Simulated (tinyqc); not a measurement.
Loss and coupling from a measured resonance.

Question. An all-pass ring of radius Rr has F = FSR/FWHM = pi sqrt(a t)/(1 - a t) and Tmin = (a - t)^2/(1 - a t)^2; it is known to be undercoupled (t > a). a = 10^(-al L/20), L = 2 pi Rr, k2 = 1 - t^2, FSR = lam^2/(ng L). Find ng, al and k2.

Parameters, values chosen for the exercise:
- lam = 1550 nm (cold resonance wavelength)
- Rr = 10 um (ring radius)

FSR = 9.147601693 nm
FWHM = 119.9927929 pm
Tmin (linear) = 0.2597891879

Solution. The finesse gives the product a t, Tmin the difference |a - t|; the spectrum alone cannot tell which is which.

ng = 4.180
al = 43.00 dB/cm
k2 = 0.02000

Numbers from tinyqc (`OMP_NUM_THREADS=1 python tinyqc.py 2650043 2650044 out.jsonl`; about 0.01 s on one thread of a shared Intel Xeon 2.30GHz).
